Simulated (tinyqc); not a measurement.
Thermoelectric coefficients with electrons and holes, Landauer integrals: two steps of the calculation.

Bulk parabolic band, x = (E - Ec)/kB T, C = hbar^2/(2 m0), kB T in eV. Modes per area gv m kB T x/(4 pi C) times the back-scattering length l0 x^rr give the transport function s0 X(x), s0 = (2 q^2/h) gv m kB T l0/(4 pi C), X = x^(1 + rr). Holes have the same form with the prefactor bb s0 and the reduced level -eta - xg in place of eta. I_k = int X (x - eta)^k w dx, w = 1/(4 cosh^2((x - eta)/2)).

Values chosen for this exercise: temperature T = 400 K; mass of one valley m = 0.5 m0; valleys gv = 3; back-scattering length at x = 1 l0 = 1.6 nm; energy exponent of that length rr = 1; lattice thermal conductivity kL = 0.58 W/(m K); reduced Fermi level (EF - Ec)/kB T eta = -1.2; gap over kB T xg = 4.9; ratio of the hole prefactor to the electron prefactor bb = 2.1; lower end of the grid xa = 0; upper end of the grid xe = 12; points of the grid nE = 13.

Constants: q = 1.602176634e-19 C, kB = 1.380649e-23 J/K, hbar = 1.054571817e-34 J s, h = 6.62607015e-34 J s, m0 = 9.1093837015e-31 kg, Vt = kB T/q, hbar^2/(2 m0) = 0.0380998212 eV nm^2. Results are converted to the units shown.

Task 1. The three integrals on a coarse grid. Simpson's rule on nE equally spaced points from xa to xe.

Wanted: x; X; w; X w; I_0, I_1, I_2 on this grid.

Result 1.

| point | x | X | w | X w |
|---|---|---|---|---|
| 0 | 0.00 | 0 | 0.1779 | 0 |
| 1 | 1.00 | 1.000 | 0.08980 | 0.08980 |
| 2 | 2.00 | 4.000 | 0.03763 | 0.1505 |
| 3 | 3.00 | 9.000 | 0.01456 | 0.1310 |
| 4 | 4.00 | 16.00 | 0.005456 | 0.08730 |
| 5 | 5.00 | 25.00 | 0.002021 | 0.05053 |
| 6 | 6.00 | 36.00 | 7.455e-4 | 0.02684 |
| 7 | 7.00 | 49.00 | 2.745e-4 | 0.01345 |
| 8 | 8.00 | 64.00 | 1.010e-4 | 0.006465 |
| 9 | 9.00 | 81.00 | 3.717e-5 | 0.003011 |
| 10 | 10.00 | 100.0 | 1.367e-5 | 0.001367 |
| 11 | 11.00 | 121.0 | 5.030e-6 | 6.087e-4 |
| 12 | 12.00 | 144.0 | 1.851e-6 | 2.665e-4 |

I_0, I_1, I_2 on this grid: [0.5663, 2.416, 12.02]

Task 2. Both bands together. sigma = s0 I_0, S = -(kB/q) I_1/I_0, Lorenz number L = (kB/q)^2 [I_2/I_0 - (I_1/I_0)^2], kappa_e = L sigma T. With both bands: sigma = sigma_n + sigma_p, S = (sigma_n S_n + sigma_p S_p)/sigma with S_p = +(kB/q) I_1/I_0 of the holes, and kappa_e is the sum of L sigma T of both bands and the bipolar term sigma_n sigma_p (S_p - S_n)^2 T/sigma. Power factor S^2 sigma, ZT = S^2 sigma T/(kappa_e + kL).

sigma = 75.270615 S/cm
S = -370.78966 uV/K
kappa_e = 0.067085485 W/(m K)
converged I_0, I_1, I_2 of the holes: [0.049144739, 0.32972158, 2.3596004]

Wanted: sigma_p; S_p; S; bipolar kappa; ZT.

Result 2.

sigma_p = 13.817 S/cm
S_p = 578.15 uV/K
S = -223.62 uV/K
bipolar kappa = 0.42049 W/(m K)
ZT = 0.16501

Holes carry 15.5 % of the conductivity and change S from -371 to -224 uV/K. Electrons alone would give ZT = 0.640.

Range of the model: Parabolic bands, elastic scattering and a fixed kL make these model figures, not those of a material.

Computed by the program tinyqc: `OMP_NUM_THREADS=1 python tinyqc.py 2800109 2800110 out.jsonl`, one thread of a shared Intel Xeon 2.30GHz, about 0.04 s for the whole run.
